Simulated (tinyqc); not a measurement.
Worked calculation: tight binding, honeycomb lattice. Computed by tinyqc, a small Python program that keeps every step. Settings: t1 = 2.62, t2 = 0, phi = 0, delta = 0, points = 7. Command: `OMP_NUM_THREADS=1 python tinyqc.py 20492 20493 out.jsonl` (the two numbers bound the seeds that draw the settings). One thread of a shared host (Intel(R) Xeon(R) Processor @ 2.60GHz), about 0.01 s of CPU time with the checks.

## Bloch Hamiltonian at k

Parameters chosen for this model:

| parameter | value | unit |
|---|---|---|
| t1 | 2.620000 | eV, nearest |
| t2 | 0 | eV, second neighbours |
| phi | 0 | rad, phase of t2 (Haldane) |
| delta | 0 | eV, +/- on A and B |

k point k (fractions of the reciprocal vectors): -0.41000  -0.24000

H_AB = -t1 (1 + exp(-i k.a1) + exp(-i k.a2)); H_AA = delta - 2 t2 sum cos(k.b + phi), H_BB = -delta - 2 t2 sum cos(k.b - phi), b = a1, a2 - a1, -a2.

H(k) at k (eV):
```
                   A                  B
A            0.00000  -0.57237-4.01870i
B  -0.57237+4.01870i            0.00000
```

## Levels at k

Diagonalise the Hermitian matrix.

eigenvalues (eV): -4.05925  4.05925

weights |c|^2 of the basis functions:
```
    band 1   band 2
A  0.50000  0.50000
B  0.50000  0.50000
```

## Bloch Hamiltonian at K

k point K (fractions of the reciprocal vectors): 0.33333  0.66667

As before.

H(k) at K (eV):
```
         A        B
A  0.00000  0.00000
B  0.00000  0.00000
```

## Levels at K

As before.

eigenvalues (eV): 0.00000  0.00000

## Bands along a path

The same steps at evenly spaced points between the labelled ones.

Bands along the path (eV):

| k | band 1 | band 2 |
|---|---|---|
| G | -7.86000 | 7.86000 |
| G-K 0.20 | -7.40698 | 7.40698 |
| G-K 0.40 | -6.12624 | 6.12624 |
| G-K 0.60 | -4.23925 | 4.23925 |
| G-K 0.80 | -2.07227 | 2.07227 |
| K | 0 | 0 |
| K-M 0.20 | -0.88624 | 0.88624 |
| K-M 0.40 | -1.61925 | 1.61925 |
| K-M 0.60 | -2.16698 | 2.16698 |
| K-M 0.80 | -2.50549 | 2.50549 |
| M | -2.62000 | 2.62000 |
| M-K' 0.20 | -2.50549 | 2.50549 |
| M-K' 0.40 | -2.16698 | 2.16698 |
| M-K' 0.60 | -1.61925 | 1.61925 |
| M-K' 0.80 | -0.88624 | 0.88624 |
| K' | 0 | 0 |

With 1 band(s) filled, the highest filled level on these points lies at K and the lowest empty one at K: the bands touch or overlap, so there is no gap.
